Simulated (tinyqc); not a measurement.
## Traps spread exponentially in energy

For traps of total density Nt spread as exp(-E/kB Tc) below the band edge, with l = Tc/T: J = q mu Nc [eps0 eps_r l/(q Nt (l + 1))]^l [(2 l + 1)/(l + 1)]^(l + 1) V^(l + 1)/L^(2 l + 1). It needs trapped charge far above free charge, so only rows below a fifth of the trap-free current (9/8) eps0 eps_r mu V^2/L^3 are listed.

Inputs (values chosen for the exercise):
```
symbol,value,unit,meaning
eps_r,24.6,,relative permittivity
mu,0.00064,cm^2/(V s),mobility
L,2700,nm,thickness
Nc,6.8e19,cm^-3,band density of states
Nt,2.5e16,cm^-3,trap density
V,3.1,V,voltage
```

Constants: q = 1.602176634e-19 C, eps0 = 8.8541878128e-14 F/cm where lengths are in cm. Results are converted to the units shown.

Traps spread exponentially in energy:
```
l    exponent of V  exponent of 1/L  J (A/cm^2)
4.8         5.8000           10.600   1.4973e-5
5.7         6.7000           12.400   9.3254e-7
6.5         7.5000           14.000   7.9228e-8
7.3         8.3000           15.600   6.7401e-9
8.2         9.2000           17.400  4.2186e-10
9           10.000           19.000  3.5952e-11
```

J falls from 1.50e-5 to 3.60e-11 A/cm^2 at V = 3.1 V, well below q Nt L^2/(2 eps0 eps_r) = 67.0 V, near which the curves for different l come together. A slope above 2 on a log-log plot gives l, and its change with temperature tests the model.

Computed by the program tinyqc: `OMP_NUM_THREADS=1 python tinyqc.py 2370115 2370116 out.jsonl`, one thread of a shared Intel Xeon 2.30GHz, about 0.01 s for the whole run.
